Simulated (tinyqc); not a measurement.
# MOS capacitor on a p-type substrate, surface potential from the exact charge relation: Capacitance-voltage curves

Uniform p-type substrate, Boltzmann statistics, full ionisation, classical densities. psi is the surface potential against the body (positive when the bands bend down) and u = psi/Vt. Traps are spread evenly over the gap and neutral at flat band, so their charge is -q Dit psi; the minority quasi-Fermi level is shifted by Vb.

ni = sqrt(Nc Nv) exp(-Eg/(2 Vt)), Eg in volts; phiF = Vt ln(N/ni); Cox = eps0 eox/tox; Vfb = phiM - chi - (Eg - Vt ln(Nv/N)) - q Nf/Cox; Q0 = sqrt(2 eps0 eps_r q N Vt); r = (ni/N)^2 exp(-Vb/Vt); VT = Vfb + [(2 phiF + Vb)(1 + q Dit/Cox) + sqrt(2 eps0 eps_r q N (2 phiF + Vb))/Cox]. u = psi/Vt; F^2 = exp(-u) + u - 1 + r (exp(u) - u - 1); Qs = -sign(u) Q0 F; Cs = -dQs/dpsi = (Q0/Vt) |1 - exp(-u) + r (exp(u) - 1)|/(2 F). psi solves Vg = Vfb + psi + (q Dit psi - Qs)/Cox. Low frequency: 1/C_LF = 1/Cox + 1/(Cs + q Dit). High frequency, in the simple estimate in which traps and minority carriers do not follow: 1/C_HF = 1/Cox + 1/Cd, Cd being Cs with r = 0 at the same psi. Deep depletion: r = 0 and Dit = 0 both in the equation for psi and in Cs. Minority sheet density N_inv = (Q0/(2 q)) int_0^u r (exp(t) - 1)/F(t) dt for u > 0. N_inv under 1 cm^-2 is printed as 0. Regimes: accumulation when majority carriers gather, then depletion up to |psi| = phiF + Vb, weak inversion up to 2 phiF + Vb, strong inversion beyond.

Inputs (values chosen for the exercise); band and dielectric values close to those of gallium arsenide: temperature T = 273 K; band gap Eg = 1.45 eV; relative permittivity eps_r = 12.9; conduction-band density of states at T Nc = 3.81e17 cm^-3; valence-band density of states at T Nv = 7.72e18 cm^-3; electron affinity chi = 4.08 eV; acceptor density of the substrate N = 1.5e15 cm^-3; relative permittivity of the gate insulator (close to aluminium oxide) eox = 8.95; insulator thickness tox = 5.5 nm; gate work function phiM = 4.34 eV; fixed charge at the interface, in units of q Nf = 0 cm^-2; density of interface traps Dit = 4.2e11 cm^-2 eV^-1; reverse bias of the inversion layer against the body Vb = 0 V.

Constants: q = 1.602176634e-19 C, kB = 1.380649e-23 J/K, Vt = kB T/q, eps0 = 8.8541878128e-14 F/cm where lengths are in cm. Results are converted to the units shown.

Capacitance-voltage curves:
```
Vg (V)  psi (V)  C_LF/Cox  C_HF/Cox  C_deep/Cox  N_inv (cm^-2)            regime
-1.98   -0.2661    0.9382    0.9381      0.9390              0      accumulation
-1.64   -0.2390    0.8955    0.8950      0.8973              0      accumulation
-1.3    -0.1824    0.7229    0.7193      0.7292              0      accumulation
-0.96   0.02608   0.09118   0.05090     0.05026              0         depletion
-0.62    0.3437   0.05756   0.01417     0.01383              0         depletion
-0.28    0.6649   0.05380   0.01005    0.009821          9.179    weak inversion
0.06     0.9869   0.05215  0.008216    0.008029        6.551e6    weak inversion
0.4       1.268    0.5563  0.007237    0.006958       3.969e11  strong inversion
0.74      1.347    0.8719  0.007019    0.006226       2.709e12  strong inversion
```

What does the comparison show?

C_LF/Cox is lowest, 0.0521, at Vg = 0.06 V (weak inversion) among the rows listed and is 0.872 in the last row, where C_HF/Cox is 0.00702 and the deep-depletion value 0.00623. Vfb = -0.989 V, where C_HF/Cox = 0.0697 (Cox in series with eps0 eps_r/LD), and VT = 0.199 V. The traps add q Dit = 0.047 Cox beside Cs, which lifts C_LF above C_HF even in depletion. In strong accumulation and inversion degeneracy and confinement, left out here, lower the capacitance.

Program tinyqc, `OMP_NUM_THREADS=1 python tinyqc.py 2060147 2060148 out.jsonl`; Intel Xeon 2.30GHz, shared host, one thread, about 0.01 s.
